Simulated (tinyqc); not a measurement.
## Trap density and grain size from the barrier

Inverse problem. With all traps filled Vb = q Qt^2/(8 eps0 eps_r N), and in that limit the barrier is largest at N* = Qt/Lg. Find Qt, Lg and the depleted width Qt/N.

Parameters, values chosen for the exercise: relative permittivity of the semiconductor eps_r = 11.7.

Constants: q = 1.602176634e-19 C, eps0 = 8.8541878128e-14 F/cm where lengths are in cm. Results are converted to the units shown.

barrier at N = 1e18 cm^-3 = 0.15156603 V
doping of the largest barrier = 3.5e17 cm^-3

Answer. The barrier gives Qt, and N* then gives Lg.

Qt = 2.800e12 cm^-2
Lg = 80.00 nm
depleted width = 28.00 nm

Program tinyqc, `OMP_NUM_THREADS=1 python tinyqc.py 2610063 2610064 out.jsonl`; Intel Xeon 2.30GHz, shared host, one thread, about 0.01 s.
